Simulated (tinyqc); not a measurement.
Hueckel theory of the pi electrons with the omega technique, for the molecule Oc1cccc(-c2ccccc2)c1 (SMILES; centres numbered as the heavy atoms are written), step by step. One step of it, computed by the program tinyqc.

Problem. Omega technique, round 2. h_r = h_r(0) + omega q_r, omega = 1, with q_r = z_r - P_rr; 0.3 of the old diagonal is kept.

Hueckel matrix in units of beta (H = alpha + beta A):
```
           1O        2C        3C        4C        5C        6C        7C        8C
1O   1.710000  0.740000  0.000000  0.000000  0.000000  0.000000  0.000000  0.000000
2C   0.740000  0.000000  1.000000  0.000000  0.000000  0.000000  0.000000  0.000000
3C   0.000000  1.000000  0.000000  1.000000  0.000000  0.000000  0.000000  0.000000
4C   0.000000  0.000000  1.000000  0.000000  1.000000  0.000000  0.000000  0.000000
5C   0.000000  0.000000  0.000000  1.000000  0.000000  1.000000  0.000000  0.000000
6C   0.000000  0.000000  0.000000  0.000000  1.000000  0.000000  1.000000  0.000000
7C   0.000000  0.000000  0.000000  0.000000  0.000000  1.000000  0.000000  1.000000
8C   0.000000  0.000000  0.000000  0.000000  0.000000  0.000000  1.000000  0.000000
9C   0.000000  0.000000  0.000000  0.000000  0.000000  0.000000  0.000000  1.000000
10C  0.000000  0.000000  0.000000  0.000000  0.000000  0.000000  0.000000  0.000000
11C  0.000000  0.000000  0.000000  0.000000  0.000000  0.000000  0.000000  0.000000
12C  0.000000  0.000000  0.000000  0.000000  0.000000  0.000000  1.000000  0.000000
13C  0.000000  1.000000  0.000000  0.000000  0.000000  1.000000  0.000000  0.000000

           9C       10C       11C       12C       13C
1O   0.000000  0.000000  0.000000  0.000000  0.000000
2C   0.000000  0.000000  0.000000  0.000000  1.000000
3C   0.000000  0.000000  0.000000  0.000000  0.000000
4C   0.000000  0.000000  0.000000  0.000000  0.000000
5C   0.000000  0.000000  0.000000  0.000000  0.000000
6C   0.000000  0.000000  0.000000  0.000000  1.000000
7C   0.000000  0.000000  0.000000  1.000000  0.000000
8C   1.000000  0.000000  0.000000  0.000000  0.000000
9C   0.000000  1.000000  0.000000  0.000000  0.000000
10C  1.000000  0.000000  1.000000  0.000000  0.000000
11C  0.000000  1.000000  0.000000  1.000000  0.000000
12C  0.000000  0.000000  1.000000  0.000000  0.000000
13C  0.000000  0.000000  0.000000  0.000000  0.000000
```

charge and bond-order matrix P:
```
            1O         2C         3C         4C         5C         6C         7C         8C
1O    1.941358   0.242357  -0.144027  -0.024696   0.104731  -0.021851   0.009654   0.004761
2C    0.242357   0.980563   0.640424   0.005354  -0.313727   0.005180  -0.039531  -0.001308
3C   -0.144027   0.640424   1.020921   0.664027  -0.025199  -0.303374  -0.003103   0.111081
4C   -0.024696   0.005354   0.664027   1.008687   0.674205  -0.004716  -0.041761   0.001929
5C    0.104731  -0.313727  -0.025199   0.674205   1.015247   0.616623   0.002310  -0.144535
6C   -0.021851   0.005180  -0.303374  -0.004716   0.616623   1.007771   0.369358  -0.003006
7C    0.009654  -0.039531  -0.003103  -0.041761   0.002310   0.369358   0.999387   0.618845
8C    0.004761  -0.001308   0.111081   0.001929  -0.144535  -0.003006   0.618845   1.001380
9C   -0.002276   0.007854   0.000801   0.008310  -0.000586  -0.041296   0.000143   0.676594
10C  -0.002939   0.000811  -0.094939  -0.001702   0.111560   0.002688  -0.306953  -0.001233
11C  -0.002276   0.007854   0.000801   0.008310  -0.000586  -0.041296   0.000143  -0.323406
12C   0.004761  -0.001308   0.111081   0.001929  -0.144535  -0.003006   0.618845   0.001314
13C  -0.148833   0.656181   0.037030  -0.319196  -0.027020   0.622328  -0.000374  -0.146245

            9C        10C        11C        12C        13C
1O   -0.002276  -0.002939  -0.002276   0.004761  -0.148833
2C    0.007854   0.000811   0.007854  -0.001308   0.656181
3C    0.000801  -0.094939   0.000801   0.111081   0.037030
4C    0.008310  -0.001702   0.008310   0.001929  -0.319196
5C   -0.000586   0.111560  -0.000586  -0.144535  -0.027020
6C   -0.041296   0.002688  -0.041296  -0.003006   0.622328
7C    0.000143  -0.306953   0.000143   0.618845  -0.000374
8C    0.676594  -0.001233  -0.323406   0.001314  -0.146245
9C    0.999914   0.660141  -0.000020  -0.323406   0.000167
10C   0.660141   1.001188   0.660141  -0.001233   0.112798
11C  -0.000020   0.660141   0.999914   0.676594   0.000167
12C  -0.323406  -0.001233   0.676594   1.001380  -0.146245
13C   0.000167   0.112798   0.000167  -0.146245   1.022290
```

Centres:
```
centre  z_r, pi electrons of the neutral centre         h
1O                                            2  1.710000
2C                                            1  0.000000
3C                                            1  0.000000
4C                                            1  0.000000
5C                                            1  0.000000
6C                                            1  0.000000
7C                                            1  0.000000
8C                                            1  0.000000
9C                                            1  0.000000
10C                                           1  0.000000
11C                                           1  0.000000
12C                                           1  0.000000
13C                                           1  0.000000
```

Give: matrix after round 2.

Solution.

matrix after round 2:
```
        1O     2C      3C      4C      5C      6C     7C      8C
1O   1.764  0.740   0.000   0.000   0.000   0.000  0.000   0.000
2C   0.740  0.022   1.000   0.000   0.000   0.000  0.000   0.000
3C   0.000  1.000  -0.023   1.000   0.000   0.000  0.000   0.000
4C   0.000  0.000   1.000  -0.006   1.000   0.000  0.000   0.000
5C   0.000  0.000   0.000   1.000  -0.016   1.000  0.000   0.000
6C   0.000  0.000   0.000   0.000   1.000  -0.005  1.000   0.000
7C   0.000  0.000   0.000   0.000   0.000   1.000  0.000   1.000
8C   0.000  0.000   0.000   0.000   0.000   0.000  1.000  -0.001
9C   0.000  0.000   0.000   0.000   0.000   0.000  0.000   1.000
10C  0.000  0.000   0.000   0.000   0.000   0.000  0.000   0.000
11C  0.000  0.000   0.000   0.000   0.000   0.000  0.000   0.000
12C  0.000  0.000   0.000   0.000   0.000   0.000  1.000   0.000
13C  0.000  1.000   0.000   0.000   0.000   1.000  0.000   0.000

        9C     10C    11C     12C     13C
1O   0.000   0.000  0.000   0.000   0.000
2C   0.000   0.000  0.000   0.000   1.000
3C   0.000   0.000  0.000   0.000   0.000
4C   0.000   0.000  0.000   0.000   0.000
5C   0.000   0.000  0.000   0.000   0.000
6C   0.000   0.000  0.000   0.000   1.000
7C   0.000   0.000  0.000   1.000   0.000
8C   1.000   0.000  0.000   0.000   0.000
9C   0.000   1.000  0.000   0.000   0.000
10C  1.000  -0.001  1.000   0.000   0.000
11C  0.000   1.000  0.000   1.000   0.000
12C  0.000   0.000  1.000  -0.001   0.000
13C  0.000   0.000  0.000   0.000  -0.024
```
